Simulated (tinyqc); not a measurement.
# Berg model of reactive sputtering of a nitride or oxide: poisoning, hysteresis and pumping speed, step by step

A worked calculation. Computed by tinyqc, a small Python program that keeps every step. Command: `OMP_NUM_THREADS=1 python tinyqc.py 3028262 3028263 out.jsonl berg walk`. One thread of a shared host (Intel(R) Xeon(R) Processor @ 2.30GHz), about 0.03 s of CPU time with the checks. Intermediate numbers are printed to about 5 digits and carried at full precision; extremes and crossings named in words are read from the listed rows.

A diatomic gas reacts with bare metal on the target and on the collecting surfaces; ions remove metal and compound from the target. theta_t and theta_c are the compound fractions.

Inputs (values chosen for the exercise, close to those used for aluminium nitride):
```
quantity                         value     unit
ion current density J               39  mA/cm^2
target area A_t                     63     cm^2
collecting area A_c               2000     cm^2
metal yield Y_m                   0.93        -
compound yield Y_c                0.15        -
sticking coefficient alpha        0.53        -
reactive atoms per metal atom z      1        -
gas mass M                          28        u
pumping speed S                    400      l/s
gas temperature T                  300        K
reactive partial pressure P      0.031       Pa
```

Constants: e = 1.602176634e-19 C; u = 1.6605390666e-27 kg; k_B = 1.380649e-23 J/K.

## Steady state at the pressure P

Ion flux j = J/e; gas flux F = P/sqrt(2 pi M k_B T). Target: (2/z) alpha F (1 - theta_t) = j Y_c theta_t. Sputtered flows F_c = j Y_c theta_t A_t, F_m = j Y_m (1 - theta_t) A_t. Collector: (2/z) alpha F (1 - theta_c) A_c + F_c (1 - theta_c) = F_m theta_c. Gas use Q = alpha F [(1 - theta_t) A_t + (1 - theta_c) A_c] + P S/(k_B T); 1 sccm = 4.4780e17 molecules/s. Rate R = F_m + F_c, given relative to j Y_m A_t.

ion flux j = 2.4342e+17 1/(cm^2 s)

gas flux F = 8.9118e+16 1/(cm^2 s)

theta_t = 0.72123

theta_c = 0.97957

gas use (sccm): target 1.8524, collector 4.3107, pump 6.6855

total flow Q = 12.849 sccm

rate relative to clean metal = 0.39510

The target is partly covered. The film is 98.0 % compound.

## Critical pumping speed

P is a single-valued function of the flow Q only if dQ/dP > 0 everywhere: S must exceed k_B T times the steepest fall of the surface terms with P.

pressure of the steepest fall = 0.012047 Pa

critical pumping speed = 300.64 l/s

S is 1.33 times the critical value: no hysteresis.

## Flow curve at three pumping speeds

The formulas are those given above.

Pressure as the free variable:
```
P (Pa)  theta_t  theta_c  relative rate  Q at S_c/4 (sccm)  Q at S_c (sccm)  Q at 2 S_c (sccm)
0.0006  0.04769  0.21711        0.96000             3.3433            3.416              3.514
0.0012  0.09103  0.36721        0.92365             5.4498            5.596              5.790
0.0024  0.16687  0.55817        0.86004             7.7418            8.034              8.423
0.0042  0.25954  0.71268        0.78232             9.0487            9.559             10.240
0.0072  0.37535  0.83396        0.68519             9.3913           10.267             11.434
0.0120  0.50037  0.91247        0.58033             8.9189           10.378             12.323
0.0190  0.61326  0.95506        0.48566             8.1561           10.466             13.546
0.0300  0.71459  0.97841        0.40067             7.4583           11.105             15.968
0.0480  0.80024  0.99041        0.32883             7.1314           12.967             20.747
0.0960  0.88904  0.99731        0.25436             7.9298           19.600             35.161
```

At S_c/4 the flow falls with pressure in 4 of the intervals: as the target poisons, less metal arrives to getter the gas. At 2 S_c it rises throughout. Coverages and rate depend on P alone, not on S. The collector converts before the target (theta_c = 0.83 at theta_t = 0.38), since the metal is spread over a larger area and no ions clean it. The rate tends to Y_c/Y_m = 0.161.

Checks made by the program: gas taken up by surfaces against gas bound in the growing film (relative difference below 1e-10).
